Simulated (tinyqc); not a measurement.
## Threshold spread from leakage statistics

Inverse problem. VT is Gaussian with standard deviation s and Ioff goes as exp(-VT/(n Vt)), so Ioff is log-normal: mean/median = exp(w^2/2) with w = s/(n Vt). Find w, s, the relative standard deviation sqrt(exp(w^2) - 1) and the share of devices that leak more than the mean, erfc(w/(2 sqrt(2)))/2.

Inputs (values chosen for the exercise): temperature T = 273 K; subthreshold factor n = 1.24.

Constants: q = 1.602176634e-19 C, kB = 1.380649e-23 J/K, Vt = kB T/q. Results are converted to the units shown.

mean/median of the off current = 1.2788189

Answer. w = sqrt(2 ln(mean/median)); the mean lies w/2 standard deviations out in ln Ioff.

w = 0.7013
s = 20.46 mV
relative standard deviation = 0.7971
share above the mean = 36.29 %

Numbers from tinyqc (`OMP_NUM_THREADS=1 python tinyqc.py 2090029 2090030 out.jsonl`; about 0.01 s on one thread of a shared Intel Xeon 2.30GHz).
